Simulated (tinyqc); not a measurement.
# n-type polysilicon, carrier trapping at grain boundaries: effect of the doping

One-dimensional grains of size Lg, uniform ionised doping N, monovalent traps Qt at each boundary at a depth Et below (for electrons) or above (for holes) the band edge there, abrupt depletion of width W on each side of a boundary, Boltzmann statistics. xi is the distance from the band edge at the grain centre to the Fermi level. Trapped charge Qt/(1 + exp((xi + VB - Et)/Vt)) = 2 N W, barrier VB = q N W^2/(2 eps0 eps_r).

If the trap equation with xi = Vt ln(NB/N) has a root W < Lg/2, the grain is partly depleted; otherwise W = Lg/2 and the trap equation gives xi = Et - VB + Vt ln(Qt/(N Lg) - 1). N* = Qt/Lg. n0 = NB exp(-xi/Vt); mean density n0 (1 - 2 W/Lg) by charge balance in a partly depleted grain, and n0 (sqrt(pi)/2) erf(u)/u with u = sqrt(VB/Vt) in a fully depleted one; v = sqrt(kB T/(2 pi ms m0)); barrier resistivity Vt exp(VB/Vt)/(q fe n0 v Lg); grain resistivity (1 - 2 W/Lg)/(q n0 mug); effective mobility 1/(q mean density total resistivity). Rows with xi above 0.45 V, towards mid-gap, are left out, since the other carrier type is ignored.

Inputs (values chosen for the exercise); values of the order met in polycrystalline silicon: temperature T = 300 K; relative permittivity eps_r = 11.7; conduction-band density of states at T NB = 2.8e19 cm^-3; grain size Lg = 250 nm; trap density of a grain boundary Qt = 8.2e11 cm^-2; depth of the trap level from the majority band edge at the boundary Et = 0.41 eV; mass for thermionic emission ms = 0.49 m0; correction factor of the emission rate fe = 1; mobility inside the grains mug = 56 cm^2/(V s).

Constants: q = 1.602176634e-19 C, kB = 1.380649e-23 J/K, m0 = 9.1093837015e-31 kg, Vt = kB T/q, eps0 = 8.8541878128e-14 F/cm where lengths are in cm. Results are converted to the units shown.

Effect of the doping:

| N (cm^-3) | N/N* | depleted share 2 W/Lg | VB (V) | xi (V) | mean density (cm^-3) | resistivity (ohm cm) | effective mobility (cm^2/(V s)) |
|---|---|---|---|---|---|---|---|
| 3.4e15 | 0.1037 | 1.000 | 0.04108 | 0.4247 | 1.337e12 | 4005 | 1166 |
| 7.2e15 | 0.2195 | 1.000 | 0.08700 | 0.3558 | 1.412e13 | 1647 | 268.4 |
| 1.5e16 | 0.4573 | 1.000 | 0.1812 | 0.2332 | 1.134e15 | 549.6 | 10.02 |
| 3.2e16 | 0.9756 | 0.7378 | 0.2105 | 0.1751 | 8.390e15 | 181.2 | 4.106 |
| 6.7e16 | 2.043 | 0.4665 | 0.1762 | 0.1560 | 3.574e16 | 23.75 | 7.354 |
| 1.4e17 | 4.268 | 0.2341 | 0.09268 | 0.1370 | 1.072e17 | 1.042 | 55.85 |
| 3e17 | 9.146 | 0.1093 | 0.04332 | 0.1173 | 2.672e17 | 0.3608 | 64.74 |
| 6.2e17 | 18.90 | 0.05290 | 0.02097 | 0.09850 | 5.872e17 | 0.1764 | 60.27 |
| 1.3e18 | 39.63 | 0.02523 | 0.009999 | 0.07936 | 1.267e18 | 0.08547 | 57.63 |

What does the table show?

As N goes from 3.4e15 to 1.3e18, VB goes from 0.0411 through a maximum of 0.210 (at N = 3.2e16 among the rows listed) to 0.0100 V, the resistivity falls from 4000 to 0.0855 ohm cm and the effective mobility moves up and down between 4.11 and 1170 cm^2/(V s). The steepest fall of the resistivity among the rows, as N^(-4.2), lies between N = 6.7e16 and 1.4e17 cm^-3; N* = 3.28e16 cm^-3. While the grain is fully depleted VB grows as N; once the traps are full it falls as 1/N. For N = 6.2e17, 1.3e18 VB is below Vt, where abrupt depletion and thermionic emission are rough. For N = 1.5e16, 3.2e16 the grain is near the changeover between partial and full depletion, within a few Debye lengths, where both limits are rough. For N = 3.4e15, 7.2e15, 3e17, 6.2e17, 1.3e18 the effective mobility exceeds mug, since drift through the depleted part of the grain is left out.

Numbers from tinyqc (`OMP_NUM_THREADS=1 python tinyqc.py 2830074 2830075 out.jsonl`; about 0.01 s on one thread of a shared Intel Xeon 2.30GHz).
